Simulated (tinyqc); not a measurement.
Polytypes and stacking faults of a tetrahedral semiconductor in an axial Ising model with couplings up to third neighbours: one step, computed by the program tinyqc. Command: `OMP_NUM_THREADS=1 python tinyqc.py 3013567 3013568 out.jsonl polytype walk`. One thread of a shared host (Intel(R) Xeon(R) Processor @ 2.30GHz), about 0.01 s of CPU time with the checks.

Each double layer has s = +1 or -1 for the sense of its stacking step; E per pair of atoms = E0 - sum_n J_n <s_i s_(i+n)>, n = 1, 2, 3. Hexagonality h = (1 - <s_i s_(i+1)>)/2.

Task: Stacking-fault energies. Faults in 2H: the sequences I1 (+), I2 (++), E (+++) are put between perfect repeats; k_n = (layers x C_n of the host) - sum_i s_i s_(i+n). gamma = sum k_n J_n/A, A = (sqrt 3/2) a^2; 1 meV/angstrom^2 = 16.02177 mJ/m^2.

Inputs (values chosen for the exercise, of the order of those of GaN for J, a, G and the gaps):
```
quantity                  value      unit
J1                        -4.95  meV/pair
J2                        -0.36  meV/pair
J3                         0.07  meV/pair
basal lattice constant a   3.19  angstrom
```

Host polytype: 2H.

fault coefficients k_n:
```
    J1  J2  J3
I1  -2   4  -6
I2  -4   4  -4
E   -6   4  -6
```

Constants: 1 eV/angstrom^2 = 16.02176634 J/m^2.

Give: gamma; energy of the glide fault, I2.

Result:

gamma (mJ/m^2): I1 14.62, I2 32.87, E 50.61

energy of the glide fault, I2 = 32.87 mJ/m^2

The cheapest is the I1 fault.
